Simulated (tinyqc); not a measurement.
Inside a calculation: Brillouin zone and empty-lattice bands of the bcc structure. Values are carried at full precision from step to step, so a last printed digit may differ when a step is redone from the rounded ones.

Primitive vectors a (-1/2,1/2,1/2), a (1/2,-1/2,1/2), a (1/2,1/2,-1/2); one atom. Reciprocal vectors obey a_i.b_j = 2 pi delta_ij; k is given in units of 2 pi/a. Empty-lattice levels are c0 (2 pi/a)^2 |k + G|^2, c0 = hbar^2/2m0. Points: H = (1, 0, 0), N = (0.5, 0.5, 0), P = (0.5, 0.5, 0.5).

Constants: hbar^2/2m0 = 3.80998211 eV angstrom^2; a0 (Bohr radius) = 0.5291772105 angstrom.

Parameters, chosen for this exercise (out of a larger set: lattice near that of Na; not measured data):
- a = 4.331 angstrom (lattice constant)
- Z = 1 (free electrons per atom)
- V1 = -0.55 eV (atomic form factor on the shell that bounds the zone)

## Reciprocal lattice

Give b1, b2, b3, the cell volume, the zone volume (2 pi)^3/V and the energy unit c0 (2 pi/a)^2.

b1, b2, b3 as rows (2 pi/a):
```
        1       2       3
1  0.0000  1.0000  1.0000
2  1.0000  0.0000  1.0000
3  1.0000  1.0000  0.0000
```

cell volume = 40.619 angstrom^3
zone volume = 6.1067 1/angstrom^3
energy unit = 8.0187 eV

## Shells of G and Bragg planes

List the first six shells of G with their number, the structure factor |sum over atoms of exp(i G.tau)|/(atoms per cell), and the distance |G|/2 of the Bragg plane from Gamma.

Shells:
```
|G|^2 ((2 pi/a)^2)  number  structure factor  |G|/2 (2 pi/a)
2.0000                  12            1.0000          0.7071
4.0000                   6            1.0000          1.0000
6.0000                  24            1.0000          1.2247
8.0000                  12            1.0000          1.4142
10.0000                 24            1.0000          1.5811
12.0000                  8            1.0000          1.7321
```

No structure factor vanishes among these shells.

## The free-electron sphere

n = Z/V, kF = (3 pi^2 n)^(1/3), EF = c0 kF^2, rs = (3/(4 pi n))^(1/3)/a0; compare kF with |k| of the points on the zone surface.

n = 0.02462 1/angstrom^3
kF = 0.6204 2 pi/a
EF = 3.086 eV
rs = 4.030

Points:
```
point  |k| (2 pi/a)  kF/|k|  lowest level (eV)  levels below EF
H            1.0000   0.620              8.019                0
N            0.7071   0.877              4.009                0
P            0.8660   0.716              6.014                0
```

The sphere lies wholly inside the first zone; it comes closest to the surface at N (88 % of the way).

## Empty-lattice levels at Gamma, H and P

Give the five lowest values of |k + G|^2 with their degeneracy (spin not counted).

Levels:
```
point  |k + G|^2  degeneracy  E (eV)
Gamma     0.0000           1   0.000
Gamma     2.0000          12  16.037
Gamma     4.0000           6  32.075
Gamma     6.0000          24  48.112
Gamma     8.0000          12  64.150
H         1.0000           6   8.019
H         3.0000           8  24.056
H         5.0000          24  40.094
H         9.0000          30  72.169
H        11.0000          24  88.206
P         0.7500           4   6.014
P         2.7500          12  22.052
P         4.7500          12  38.089
P         6.7500          16  54.127
P         8.7500          24  70.164
```

The lowest level is 6-fold at H and 4-fold at P: as many zones meet there, and these are the lowest sets at these points on which a weak potential acts.

## The gap at N

At N two waves k and k - G with G = 2k are degenerate at E0. With V = |V1| x structure factor of G the levels are E0 -/+ V, and the masses normal to the face are 1/(1 -/+ 2 E0/V).

structure factor = 1.0000
E0 = 4.009 eV

levels (eV): 3.459  4.559

masses normal to the face, lower and upper (m0): -0.0736  0.0642

EF of the free sphere, 3.09 eV, lies below the gap: the surface bulges towards the face without touching it (EF = c0 (3 pi^2 n)^(2/3) for 1 electron a cell; its shift by the potential is neglected). V1 is a free input here; real Na and K have 0.1 to 0.3 eV and nearly spherical surfaces.

## Checks

- a_i.b_j/(2 pi) against the unit matrix: they agree to 1e-10 or better.

Computed by tinyqc, a small Python program: `OMP_NUM_THREADS=1 python tinyqc.py 1881082 1881083 out.jsonl` (the numbers bound the seed that draws the inputs); one thread of a shared host (Intel(R) Xeon(R) Processor @ 2.30GHz), about 0.01 s for the whole set of steps.
